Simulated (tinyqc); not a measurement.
# Double-gate transistor, scale length and short-channel effects: two studies

A body of thickness ts between two insulators of thickness ti and two tied gates. Below threshold the potential that source and drain add obeys Laplace's equation and vanishes on the gate. Its lowest mode decays along the channel as exp(-k y); k is the smallest positive root of the matching condition at the interface, and the scale length is Lambda = pi/k.

Parameters, values chosen for the exercise; permittivities: semiconductor close to that of silicon, insulator close to that of silicon nitride: temperature T = 293 K; relative permittivity of the semiconductor eps_r = 11.8; relative permittivity of the insulator ei = 7.41; insulator thickness ti = 3.3 nm; body thickness ts = 7 nm; channel length L = 28 nm; potential of the source Vbi = 0.98 V; potential of the barrier top at threshold sT = 0.62 V; drain voltage Vds = 0.8 V.

Constants: q = 1.602176634e-19 C, kB = 1.380649e-23 J/K, Vt = kB T/q. Results are converted to the units shown.

Each table varies one quantity; the others keep the values above.

## Effect of the body thickness

k is the smallest positive root of f(k) = ei cos(k ti) cos(k ts/2) - eps_r sin(k ti) sin(k ts/2). Along the channel psi(y) = s + a exp(y/l) + b exp(-y/l) with psi(0) = Vbi, psi(L) = Vbi + Vds and l = 1/k = Lambda/pi; with A = Vbi - s, B = A + Vds, x = exp(-L/l): a = (B - A x) x/(1 - x^2), b = (A - B x)/(1 - x^2). The minimum is s + 2 sqrt(a b), at y = (l/2) ln(b/a). The long-channel potential follows the gate as s = sT + (Vg - VTL)/m, and the threshold VT is the gate voltage at which the minimum equals sT. Swing = m Vt ln 10/g at threshold, g = d(minimum)/ds = 1 - (b x + a)/((1 + x) sqrt(a b)). DIBL = [VT(0.05 V) - VT(Vds)]/(Vds - 0.05 V). sT and Vbi are held fixed; m = 1.

Result of one run:
```
ts (nm)	Lambda (nm)	L/Lambda	VT - VTL at Vds (mV)	DIBL (mV/V)	swing (mV/decade)
3.5	11.66	2.401	-31.42	17.17	61.41
```

What becomes of these results when the body thickness ts is changed from 3.5 to 4.4 nm, all else the same?

Result of the changed run:
```
ts (nm)	Lambda (nm)	L/Lambda	VT - VTL at Vds (mV)	DIBL (mV/V)	swing (mV/decade)
4.4	12.81	2.186	-45.04	24.72	62.81
```

The whole series:
```
ts (nm)	Lambda (nm)	L/Lambda	VT - VTL at Vds (mV)	DIBL (mV/V)	swing (mV/decade)
2.8	10.73	2.608	-22.34	12.18	60.48
3.5	11.66	2.401	-31.42	17.17	61.41
4.4	12.81	2.186	-45.04	24.72	62.81
5.4	14.04	1.994	-62.51	34.48	64.58
6.8	15.70	1.783	-90.74	50.38	67.41
8.4	17.54	1.596	-127.9	71.53	71.07
10	19.33	1.449	-169.8	95.66	75.15
```

As ts goes from 2.8 to 10 nm, Lambda rises from 10.7 to 19.3 nm, DIBL rises from 12.2 to 95.7 mV/V and the swing rises from 60.5 to 75.1 mV a decade. On average Lambda goes as ts^(0.46). At ts = 10 nm L is under 1.5 Lambda, where higher modes, left out of the one-mode potential, count. For ts = 2.8 to 3.5 nm the semiconductor is under 4 nm thick, where quantum confinement shifts the threshold.

## Effect of the insulator thickness

Same model as above.

Effect of the insulator thickness:
```
ti (nm)	Lambda (nm)	L/Lambda	VT - VTL at Vds (mV)	DIBL (mV/V)	swing (mV/decade)
1.1	10.32	2.712	-18.87	10.27	60.12
1.4	11.16	2.510	-26.24	14.32	60.88
1.9	12.48	2.243	-40.88	22.41	62.39
2.4	13.75	2.036	-58.16	32.04	64.14
3.1	15.46	1.811	-86.29	47.87	66.96
4.1	17.80	1.573	-133.6	74.79	71.62
5.3	20.49	1.366	-200.2	113.2	78.06
```

What does the comparison show?

As ti goes from 1.1 to 5.3 nm, Lambda rises from 10.3 to 20.5 nm, DIBL rises from 10.3 to 113 mV/V and the swing rises from 60.1 to 78.1 mV a decade. On average Lambda goes as ti^(0.44). At ti = 5.3 nm L is under 1.5 Lambda, where higher modes, left out of the one-mode potential, count.

Computed by the program tinyqc: `OMP_NUM_THREADS=1 python tinyqc.py 2420137 2420138 out.jsonl`, one thread of a shared Intel Xeon 2.30GHz, about 0.01 s for the whole run.
